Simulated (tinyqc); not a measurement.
Comparisons within one model: pair of shallow donors (hydrogen-like orbitals). A value that a table varies takes the place of the one given here.

Each donor has the orbital exp(-r/a); energy unit Ha* = q/(eps a), q = e^2/(4 pi eps0), so that a lone donor is bound by Ha*/2; x = R/a. One electron: S = (1 + x + x^2/3) exp(-x), j = 1/x - (1 + 1/x) exp(-2x), k = (1 + x) exp(-x); levels E(+/-) = -1/2 - (j +/- k)/(1 +/- S) in Ha*, without the repulsion of the ions, split by D = |E(-) - E(+)|. In six valleys the overlaps S and k are multiplied by v = [cos(K Rx) + cos(K Ry) + cos(K Rz)]/3, K = k0 (2 pi/a_lat), for isotropic envelopes and the symmetric valley state.

Two electrons, Heitler-London: with S' = (1 - x + x^2/3) exp(x), C = 1/x - exp(-2x)(1/x + 11/8 + 3x/4 + x^2/6), X = (1/5){exp(-2x)(25/8 - 23x/4 - 3x^2 - x^3/3) + (6/x)[S^2 (0.5772157 + ln x) + S'^2 Ei(-4x) - 2 S S' Ei(-2x)]}, Q = C - 2j + 1/x and A = X - 2 S k + S^2/x, the singlet and triplet lie at (Q +/- w A)/(1 +/- w S^2) from two lone donors, with the valley weight w = v^2; the exchange is J = triplet - singlet.

Constants: e^2/(4 pi eps0) = 14.39964547 eV angstrom.

Values chosen for the exercise (near those of two donors in Si; shifted at random, so the results belong to these values and not to a real crystal):
- a = 16 angstrom (orbital radius)
- eps = 11.3 (dielectric constant)
- a_lat = 5.431 angstrom (lattice constant)
- k0 = 0.842 2 pi/a_lat (valley position)
- sites = ((11, 0, 0), (12, 0, 0), (13, 0, 0), (14, 0, 0), (15, 0, 0), (16, 0, 0), (17, 0, 0), (18, 0, 0), (19, 0, 0)) a_lat (positions of the second donor)
- Ns = (0.058, 0.14, 0.35, 0.87, 2, 4.3, 8.7) x 1e18/cm^3 (donor densities)
- n = (17, 1, 0) a_lat (separation vector)

## Lattice sites along [100]

D and J for each site, and for v = 1.

Results:
```
site        R (angstrom)      v  D (meV)  J (micro-eV)  J for v = 1
(11, 0, 0)          59.7  0.642     5.56           961     2.34e+03
(12, 0, 0)          65.2  0.931     6.43      1.25e+03     1.44e+03
(13, 0, 0)          70.6  0.981     5.25           837          870
(14, 0, 0)          76.0  0.745     3.06           289          520
(15, 0, 0)          81.5  0.438     1.38          59.0          307
(16, 0, 0)          86.9  0.338    0.812          20.6          180
(17, 0, 0)          92.3  0.536    0.979          30.0          104
(18, 0, 0)          97.8  0.852     1.18          43.6         60.0
(19, 0, 0)         103.2  1.000     1.05          34.3         34.3
```

What can be read from the table?

Over these sites the envelope alone changes J by a factor 68.2, and the valley factor v^2 by 8.73; J runs from 20.6 at (16, 0, 0) to 1.25e+03 micro-eV at (12, 0, 0). Along [100] four valleys keep their phase, so v = (2 + cos)/3 stays between 1/3 and 1. J does not fall steadily with distance.

## From lone donors to an impurity band (impurity band of shallow donors (Hubbard estimate))

Donors on a simple cubic lattice of spacing R = N^(-1/3) (1/angstrom^3 = 1e24/cm^3), Ha* = q/(eps a), q = e^2/(4 pi eps0), x = R/a. Hopping t = Ha* (1 + x) exp(-x), band width B = 12 t, on-site repulsion U = (5/8) Ha*; the gap closes near B/U = 1.15. Valley factors and disorder are left out.

Results:
```
N (1e18/cm^3)  R (angstrom)  N^(1/3) a   t (meV)  B (meV)       B/U
0.058                 258.3      0.062  0.000133  0.00159  3.20e-05
0.14                  192.6      0.083   0.00615   0.0738   0.00148
0.35                  141.9      0.113     0.111     1.33    0.0267
0.87                  104.8      0.153     0.862     10.3     0.208
2.0                    79.4      0.202      3.33     39.9     0.802
4.3                    61.5      0.260      8.26     99.1      1.99
8.7                    48.6      0.329      15.4      185      3.71
```

What can be read from the table?

B/U passes 1.15 between 2 and 4.3 x 1e18/cm^3; the root is x = 4.52, N^(1/3) a = 0.221, N = 2.6 x 1e18/cm^3, below the 4.3 that the empirical rule N^(1/3) a = 0.26 gives; the estimate is rough, since random positions, the overlap of the orbitals and screening are left out. While N grows by 150 times, t grows by 1.16e+05 times.

## What each parameter does

x, D = |E(-) - E(+)| and J. Each row changes one parameter from the base and keeps the others.

Results:
```
case                       x  D (meV)  J (micro-eV)
base                   5.780   0.6973          15.2
a = 17.6 angstrom      5.255   0.9656          32.0
eps = 12.4             5.780   0.6354          13.8
k0 = 0.822 2 pi/a_lat  5.780    1.465          66.9
n = (18, 1, 0) a_lat   6.119   0.9630          29.0
```

What does this show?

The largest shifts from the base row, up to three for each result and ties (the steps differ in size, so this ranks the rows, not the parameters). x: a -0.525, n +0.339; unchanged at the printed digits by eps and k0. D (meV): k0 +0.768, a +0.268, n +0.266. J (micro-eV): k0 +51.7, a +16.8, n +13.8.

Run: tinyqc, `OMP_NUM_THREADS=1 python tinyqc.py 1281947 1281948 out.jsonl`; Intel(R) Xeon(R) Processor @ 2.30GHz, one thread, shared host; about 0.01 s of CPU time with all checks.
